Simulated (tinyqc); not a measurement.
Worked calculation: Hubbard chain of 2 sites. One step of it, computed by the program tinyqc.

Task: The many-body Hamiltonian. Basis: all placements (u, d, 2, 0 on each site), up operators ordered before down ones; hops carry the sign of the same-spin electrons passed.

one-body matrix (hopping and site energies) (eV):
```
           1          2
1   0.510000  -1.510000
2  -1.510000   0.990000
```

U = 7.900000 eV

electrons, up and down: 1  1

Give: H.

Result:

H (eV):
```
         20       ud       du       02
20   8.9200  -1.5100  -1.5100   0.0000
ud  -1.5100   1.5000   0.0000  -1.5100
du  -1.5100   0.0000   1.5000  -1.5100
02   0.0000  -1.5100  -1.5100   9.8800
```
